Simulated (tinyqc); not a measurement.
# Straight dislocations in isotropic elasticity: fields, energies, partials, Peierls stress and walls, step by step

A worked calculation. Computed by tinyqc, a small Python program that keeps every step. Command: `OMP_NUM_THREADS=1 python tinyqc.py 3017360 3017361 out.jsonl disloc walk`. One thread of a shared host (Intel(R) Xeon(R) Processor @ 2.30GHz), about 0.01 s of CPU time with the checks. Intermediate numbers are printed to about 6 digits and carried at full precision; extremes and crossings named in words are read from the listed rows.

The line runs along z, the glide plane is y = 0, and beta is the angle between b and the line (0 screw, 90 degrees edge): b_e = b sin(beta) along +x with the extra half plane at y > 0, b_s = b cos(beta). Stress is positive in tension.

Inputs (values chosen for the exercise, modelled on gold): shear modulus G = 26 GPa; Poisson ratio nu = 0.432; Burgers vector b = 2.884 angstrom; stacking-fault energy gamma = 37.7 mJ/m^2; dislocation density rho = 1.1e+09 1/m^2; core radius r0/b = 1; misfit volume of a solute dV = -5.6 angstrom^3; temperature T = 450 K; unstable fault energy gamma_us = 118 mJ/m^2; tilt angle theta = 0.32 degrees; source length l = 22 nm.

Character: edge.

field point (x, y) (nm): [-7.5, 5.4]

Constants: 1 eV/angstrom^3 = 160.2176634 GPa; k_B = 8.617333262e-05 eV/K.

## Line energy and line tension

Energy factor K = G [cos^2(beta) + sin^2(beta)/(1 - nu)]. E = K b^2/(4 pi) ln(R/r0) with R = 1/(2 sqrt(rho)); tension T = E + d^2E/d(beta)^2 = G b^2 [1 + nu - 3 nu sin^2(beta)]/(4 pi (1 - nu)) ln(R/r0). The core energy is taken into r0.

energy factor K = 45.7746 GPa

ln(R/r0) = 10.8642

line energy E = 20.5444 eV/nm

line tension T = 2.79405 eV/nm

stored energy rho E = 0.00362074 kJ/m^3

T/E = 0.14: bowing turns parts of the line towards the cheaper screw character, so it is soft.

## Stress at a point

With D = G b_e/(2 pi (1 - nu)), S = G b_s/(2 pi), r^2 = x^2 + y^2: s_xx = -D y (3x^2 + y^2)/r^4, s_yy = D y (x^2 - y^2)/r^4, s_xy = D x (x^2 - y^2)/r^4, s_zz = nu (s_xx + s_yy), s_xz = -S y/r^2, s_yz = S x/r^2. Pressure p = -trace/3.

stress (MPa), rows x, y, z:
$$\begin{pmatrix}
-307.811 & -58.519 & 0.000 \\
-58.519 & 42.133 & 0.000 \\
0.000 & 0.000 & -114.773
\end{pmatrix}$$

pressure p = 126.817 MPa

The point lies above the glide plane, on the compressed side.

## Force on a second, equal dislocation at that point; binding of a solute

Peach-Koehler force per length on a parallel dislocation with the same b: in the glide plane F_x = s_xy b_e + s_yz b_s, normal to it F_y = -(s_xx b_e + s_xz b_s), which drives climb of the edge part or cross-slip of a screw. A solute with misfit volume dV has the energy p dV, and its dilute concentration is scaled by exp(-p dV/(k_B T)).

glide force F_x = -16.8767 mN/m

normal force F_y = 88.7728 mN/m

solute energy = -4.43256 meV

concentration ratio = 1.12110

Along x the second dislocation is repelled. The undersized solute is enriched here.

## Splitting into partials

Shockley partials have b_p = b/sqrt(3) at the angles beta -/+ 30 degrees; their repulsion balances the fault at d = G b_p^2/(8 pi gamma) (2 - nu)/(1 - nu) [1 - 2 nu cos(2 beta)/(2 - nu)].

partial Burgers vector b_p = 1.66508 angstrom

splitting width d = 3.25744 nm

d/b = 11.2949

Widely split: cross-slip and climb need a constriction first.

## Peierls-Nabarro core of the undissociated dislocation

Misfit energy gamma(u) = (gamma_us/2)(1 - cos(2 pi u/b)), so the largest restoring stress is tau_max = pi gamma_us/b; u(x) = b/2 + (b/pi) arctan(x/zeta), zeta = K b/(4 pi tau_max). Summing the misfit energy over atomic rows a' apart gives, for a wide core, W_P = (K b^2/pi) exp(-2 pi zeta/a') and sigma_P = (K b/a') exp(-2 pi zeta/a'); a' = b/2 for edge and 30-degree lines, b sqrt(3)/2 for screw and 60-degree lines.

tau_max = 1.28540 GPa

half width zeta = 8.17285 angstrom

row spacing a' = 1.442 angstrom

Peierls barrier W_P = 2.58788e-12 meV/nm

Peierls stress sigma_P = 3.13216e-11 MPa

zeta/a' = 5.67 and sigma_P/G = 1.2e-15: the stress falls by a factor e for each a'/(2 pi) of half width. Caution: so small a Peierls stress means only that the model finds negligible lattice resistance; its value is not a prediction.

## Strength from dislocations

Frank-Read source, averaged over the loop: tau = G b/(2 pi l) [(1 - nu/2)/(1 - nu)] ln(l/r0). Taylor hardening: tau = 0.3 G b sqrt(rho).

Frank-Read stress = 324.540 MPa

Taylor stress = 0.0746081 MPa

Of the source, forest and Peierls stresses the largest here is the source stress.

## Low-angle tilt boundary

A symmetric tilt wall of edge dislocations has the spacing h = b/(2 sin(theta/2)); Read-Shockley: gamma_b = E0 theta (A - ln theta), E0 = G b/(4 pi (1 - nu)), A = 1 + ln(b/(2 pi r0)), theta in radians.

spacing h = 51.6379 nm

boundary energy = 25.5215 mJ/m^2

angle of the maximum, exp(A - 1) = 9.11891 degrees

## Character of the line

E = K b^2/(4 pi) ln(R/r0); T = G b^2 [1 + nu - 3 nu sin^2(beta)]/(4 pi (1 - nu)) ln(R/r0).

From screw to edge:
```
beta (degrees)  K (GPa)  E (eV/nm)  T (eV/nm)   d (nm)
0               26.0000    11.6692    29.4197  0.94294
15              27.3247    12.2638    27.6361  1.09799
30              30.9437    13.8880    22.7633  1.52157
45              35.8873    16.1068    16.1068  2.10019
60              40.8310    18.3256     9.4504  2.67882
75              44.4500    19.9499     4.5776  3.10240
90              45.7746    20.5444     2.7940  3.25744
```

The edge costs 1/(1 - nu) = 1.761 times the screw in energy, yet its tension is only (1 - 2 nu)/(1 + nu) = 0.095 of the screw value, so loops under stress are elongated along b. The edge splits 3.45 times as widely, (2 + nu)/(2 - 3 nu), since there the larger, edge parts of the partials repel with the factor 1/(1 - nu) and the small screw parts attract, while in the screw the roles are exchanged.

Checks made by the program: zero divergence of the stress field, by differences and relative to the size of its gradient (relative difference below 1e-10); splitting against the force between the two partials (relative difference below 1e-10).
